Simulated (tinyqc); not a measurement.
What each parameter does: finite square well with mass mismatch (envelope functions).

A square well of width L and depth V0, mass mw inside and mb outside, energies from the bottom of the well, c = hbar^2/2m0. k = sqrt(mw E/c), kappa = sqrt(mb (V0 - E)/c). psi and psi'/m are continuous at the walls (BenDaniel-Duke), so level n solves k L + 2 atan[(k/mw)/(kappa/mb)] = n pi.

Constants: hbar^2/2m0 = 3.80998211 eV angstrom^2.

Inputs chosen for the exercise (near those of a strained Si well in SiGe; not measured data): L = 28 angstrom (well width); V0 = 0.177 eV (barrier height); mw = 0.912 m0 (mass in the well); mb = 0.92 m0 (mass in the barrier).

Parabolic bands. Pb is the probability of level 1 in the barriers, (A^2/kappa)/(A^2/kappa + L/2 + sin(kL)/(2k)) with A = cos(kL/2). Each row changes one parameter from the base and keeps the others.

Results:
```
case             E1 (eV)  bound levels      Pb  V0 - E1 (eV)
base              0.0285             2  0.0443        0.1485
L = 31 angstrom   0.0245             3  0.0351        0.1525
V0 = 0.204 eV     0.0296             2  0.0377        0.1744
mw = 0.8208 m0    0.0300             2  0.0498        0.1470
mb = 1.15 m0      0.0270             2  0.0442        0.1500
```

The largest shifts from the base row, up to three for each result and ties (the steps differ in size, so this ranks the rows, not the parameters). E1 (eV): L -0.0040, mb -0.0015, mw +0.0015. bound levels: L +1; unchanged at the printed digits by V0, mw and mb. Pb: L -0.0093, V0 -0.0067, mw +0.0054. V0 - E1 (eV): V0 +0.0259, L +0.0040, mb +0.0015, mw -0.0015.

Program tinyqc; command `OMP_NUM_THREADS=1 python tinyqc.py 1280559 1280560 out.jsonl`; about 0.01 s on one thread of a shared Intel(R) Xeon(R) Processor @ 2.30GHz.
